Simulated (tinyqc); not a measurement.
Swing of the coupled dose with resist thickness: standing waves and exposure in a photoresist film.

Normal incidence from air. Unexposed resist: N1 = n1 + i k1 with k1 = (A + B) lam/(4 pi), lam in micrometres. r01 = (1 - N1)/(1 + N1), t01 = 2/(1 + N1). Below the resist lie the layer Na = na + i ka and the substrate Ns = ns + i ks: r12 = (r1a + ras x)/(1 + r1a ras x), x = exp(4 pi i Na da/lam), r1a = (N1 - Na)/(N1 + Na), ras = (Na - Ns)/(Na + Ns). With p = exp(2 pi i N1 d/lam), the field at depth z is E(z) = t01 [exp(2 pi i N1 z/lam) + r12 p^2 exp(-2 pi i N1 z/lam)]/(1 + r01 r12 p^2), the relative intensity I(z) = n1 |E(z)|^2 and the reflectance R = |(r01 + r12 p^2)/(1 + r01 r12 p^2)|^2.

Values chosen for the exercise (a resist on Cu, indices near tabulated ones; the results hold for these values, not for the real material):

| symbol | value | unit | meaning |
|---|---|---|---|
| lam | 193 | nm | vacuum wavelength |
| n1 | 1.73 |  | resist index |
| A | 0.04 | 1/micrometre | bleachable absorption (Dill A) |
| B | 0.49 | 1/micrometre | fixed absorption (Dill B) |
| d | 117 | nm | resist thickness |
| ns | 0.974 |  | substrate n |
| ks | 1.403 |  | substrate k |
| na | 1.821 |  | n of the bottom antireflection layer |
| ka | 0.327 |  | its k |
| da | 60 | nm | its thickness |

The mean of I is taken over 800 depths; the relative dose to clear is taken as 1/(mean of I over the lowest period, 60 depths), scaled to 1 in the first row.

Swing:

| d (nm) | R | mean I | relative dose |
|---|---|---|---|
| 117.0 | 0.0282 | 1.0016 | 1.000 |
| 126.3 | 0.0225 | 1.0245 | 1.001 |
| 135.6 | 0.0906 | 0.9581 | 1.082 |
| 144.9 | 0.1537 | 0.8801 | 1.168 |
| 154.2 | 0.1576 | 0.8581 | 1.178 |
| 163.5 | 0.0998 | 0.9062 | 1.107 |
| 172.8 | 0.0287 | 0.9815 | 1.032 |
| 182.1 | 0.0234 | 0.9971 | 1.033 |
| 191.4 | 0.0895 | 0.9325 | 1.115 |
| 200.7 | 0.1509 | 0.8615 | 1.201 |
| 210.0 | 0.1545 | 0.8449 | 1.211 |
| 219.3 | 0.0982 | 0.8931 | 1.140 |
| 228.6 | 0.0293 | 0.9633 | 1.065 |

The period is 55.8 nm, six rows. The relative dose swings between 1.000 and 1.211, a ratio (max - min)/mean of 0.191, against the estimate 4 sqrt(|r01|^2 |r12|^2) exp(-(A + B) d) = 0.168 for the oscillating part alone; the ratio from the table also holds the slow rise from absorption, 6.5 % over two periods, so the two are not strictly comparable.

Program tinyqc; command `OMP_NUM_THREADS=1 python tinyqc.py 1681493 1681494 out.jsonl`; about 0.01 s on one thread of a shared Intel(R) Xeon(R) Processor @ 2.30GHz.
